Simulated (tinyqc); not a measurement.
Inputs raised by 2 %, one at a time: specific resistance of a metal-semiconductor contact and its transmission-line measurement. Computed by tinyqc, a small Python program. Command: `OMP_NUM_THREADS=1 python tinyqc.py 3000708 3000709 out.jsonl contact sens`. One thread of a shared host (Intel(R) Xeon(R) Processor @ 2.30GHz), about 0.01 s of CPU time with the checks.

The barrier is parabolic (depletion approximation), energies E are normal energies counted from the band edge in the neutral semiconductor (downwards for holes), and the bias is zero. xi is an input, held fixed when other inputs move.

Inputs (values chosen for the exercise, modelled on n-type 4H-SiC):
```
quantity                                           value          unit
tunnelling mass m                                   0.28           m_0
permittivity eps                                     9.7             -
Richardson constant A*                               148  A/(cm^2 K^2)
barrier height phi_B                                 1.2            eV
doping N                                         8.2e+18        1/cm^3
Fermi level above the band edge in the bulk, xi   -0.063            eV
temperature T                                        500             K
sheet resistance R_sh                               1100           ohm
contact length d                                     1.5    micrometre
contact width W                                      3.3    micrometre
```

Image-force lowering: included.

Constants: hbar = 1.054571817e-34 J s; eps_0 = 8.8541878128e-12 F/m; m_0 = 9.1093837015e-31 kg; k_B = 8.617333262e-05 eV/K; e = 1.602176634e-19 C.

Method:
- E_00 = (e hbar/2) sqrt(N/(eps eps_0 m)); band bending E_b = phi_B + xi; depletion width w = sqrt(2 eps eps_0 E_b/(e^2 N)). Image lowering d_phi = (e^3 N E_b/(8 pi^2 (eps eps_0)^3))^(1/4) (E_b in volts), and E_b - d_phi replaces E_b everywhere except in w.
- WKB transmission for E < E_b, with a = E/E_b: D = exp{-(E_b/E_00) [sqrt(1 - a) - a ln((1 + sqrt(1 - a))/sqrt(a))]}; D = 1 above.
- At zero bias 1/rho_c = (e A*/k_B^2) int D(E) f(E) dE, f = 1/(1 + exp((E - xi)/k_B T)); 200 Gauss-Legendre points from 0 to E_b, and k_B T ln(1 + exp((xi - E_b)/k_B T)) for the part above the barrier; the share of tunnelling is the part below.
- Transmission-line model: transfer length L_T = sqrt(rho_c/R_sh); R_c = (R_sh L_T/W) coth(d/L_T). Limits: rho_c/(W d) for d << L_T, sqrt(rho_c R_sh)/W for d >> L_T.

Runs; columns: (1) input moved; (2) from; (3) to; (4) specific contact resistance rho_c (ohm cm^2); (5) contact resistance R_c (ohm); (6) transfer length L_T (micrometre); (7) depletion width (nm):
```
(1)                                (2)        (3)      (4)         (5)     (6)     (7)
base run                             -          -  0.11140  2.2507e+06  100.64  12.193
tunnelling mass m (m_0)           0.28     0.2856  0.11820  2.3880e+06  103.66  12.193
permittivity eps                   9.7      9.894  0.12389  2.5031e+06  106.13  12.314
barrier height phi_B (eV)          1.2      1.224  0.17341  3.5034e+06  125.56  12.321
doping N (1/cm^3)              8.2e+18  8.364e+18  0.10330  2.0870e+06   96.91  12.072
sheet resistance R_sh (ohm)       1100       1122  0.11140  2.2507e+06   99.64  12.193
contact length d (micrometre)      1.5       1.53  0.11140  2.2066e+06  100.64  12.193
contact width W (micrometre)       3.3      3.366  0.11140  2.2066e+06  100.64  12.193
```

Exponents ln(y'/y) / ln(x'/x):
```
input                  specific contact resistance rho_c  contact resistance R_c  transfer length L_T  depletion width
tunnelling mass m                                  2.990                   2.990                1.495            0.000
permittivity eps                                   5.366                   5.366                2.683            0.500
barrier height phi_B                              22.346                  22.345               11.173            0.527
doping N                                          -3.815                  -3.815               -1.907           -0.500
sheet resistance R_sh                              0.000                   0.000               -0.500            0.000
contact length d                                   0.000                  -1.000                0.000            0.000
contact width W                                    0.000                  -1.000                0.000            0.000
```

Which inputs matter most for each result?

Among the inputs moved here: specific contact resistance rho_c answers most in size to barrier height phi_B (exponent +22.346), next to permittivity eps (+5.366); its exponent is below 0.0005 for sheet resistance R_sh, contact length d, contact width W. contact resistance R_c answers most in size to barrier height phi_B (exponent +22.345), next to permittivity eps (+5.366); its exponent is below 0.0005 for sheet resistance R_sh. Its exponent 0.000 in sheet resistance R_sh: a short contact. Its exponent -1.000 in contact length d: a short contact. Transfer length L_T answers most in size to barrier height phi_B (exponent +11.173), next to permittivity eps (+2.683); its exponent is below 0.0005 for contact length d, contact width W. depletion width answers most in size to barrier height phi_B (exponent +0.527), next to permittivity eps (+0.500); its exponent is below 0.0005 for tunnelling mass m, sheet resistance R_sh, contact length d, contact width W. Its exponent -0.500 in doping N: the depletion approximation.
